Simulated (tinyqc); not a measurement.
What each input does: propagation of a band-gap error through k.p and effective-mass formulas.

Chain, for a gap E (the reference Eg or another value), with Ep and Dso kept: 1/me = 1 + Ep (E + 2 Dso/3)/(E (E + Dso)); g* = 2 - 2 Ep Dso/(3 E (E + Dso)); g1(E) = g1 + (Ep/3)(1/E - 1/Eg), g2(E) = g2 + (Ep/6)(1/E - 1/Eg), light hole 1/(g1 + 2 g2), heavy hole 1/(g1 - 2 g2) along [100]; optical constant ei(E) = 1 + (ei - 1)(EP/(EP + E - Eg))^2, static e0(E) = ei(E) + e0 - ei.

Donor: R = Ry me/e0^2, a_B = a0 e0/me, Mott density (0.26/a_B)^3. Nc, Nv = 2 (m kT/(4 pi c))^(3/2), c = hbar^2/2m0, ni = sqrt(Nc Nv) exp(-E/2kT). Exciton: Ry mu/e0^2 with 1/mu = 1/me + g1(E). 1 angstrom^-3 = 1e24 cm^-3.

Constants: Ry = 13.60569312 eV; a0 (Bohr radius) = 0.5291772105 angstrom; kB = 8.617333262e-05 eV/K; hbar^2/2m0 = 3.80998211 eV angstrom^2.

Inputs chosen for the exercise (reference values near those of InP, gap at low temperature; the results hold for these values, not for the real material): Eg = 1.413 eV (gap at Gamma to the s-like level); Dso = 0.107 eV (spin-orbit splitting); Ep = 20.8 eV (Kane energy); g1 = 5.09 (Luttinger gamma1); g2 = 1.6 (gamma2); e0 = 12.28 (static dielectric constant); ei = 9.67 (optical dielectric constant); EP = 5.33 eV (mean (Penn) gap); mh = 0.41 m0 (density-of-states mass of the holes); T = 300 K (temperature); Eg2 = 3.01 eV (a wrong gap, of the size a hybrid with far too much exact exchange can give).

All at E = Eg2.

Results for these values:
```
case,me (m0),light hole (m0),e0,donor (meV),exciton (meV),log10 ni
base,0.1277,0.3243,8.74,22.728,17.250,-6.844
```

What happens to each result for EP = 5.756 eV, all else kept?

Answer: me does not change at the printed digits; light hole does not change at the printed digits; e0 rises from 8.74 to 8.92; donor falls from 22.728 to 21.821; exciton falls from 17.250 to 16.562; log10 ni does not change at the printed digits.

The same for each parameter in turn:
```
case,me (m0),light hole (m0),e0,donor (meV),exciton (meV),log10 ni
base,0.1277,0.3243,8.74,22.728,17.250,-6.844
Eg2 = 2.769 eV,0.1188,0.2870,9.12,19.431,14.730,-4.843
Dso = 0.116 eV,0.1278,0.3243,8.74,22.746,17.261,-6.844
Ep = 19.136 eV,0.1373,0.2857,8.74,24.433,17.835,-6.821
g1 = 4.683,0.1277,0.3737,8.74,22.728,17.959,-6.844
EP = 5.756 eV,0.1277,0.3243,8.92,21.821,16.562,-6.844
ei = 8.896,0.1277,0.3243,9.06,21.171,16.069,-6.844
mh = 0.443 m0,0.1277,0.3243,8.74,22.728,17.250,-6.819
T = 276 K,0.1277,0.3243,8.74,22.728,17.250,-9.097
```

Run: tinyqc, `OMP_NUM_THREADS=1 python tinyqc.py 1850483 1850484 out.jsonl`; Intel(R) Xeon(R) Processor @ 2.30GHz, one thread, shared host; about 0.01 s of CPU time with all checks.
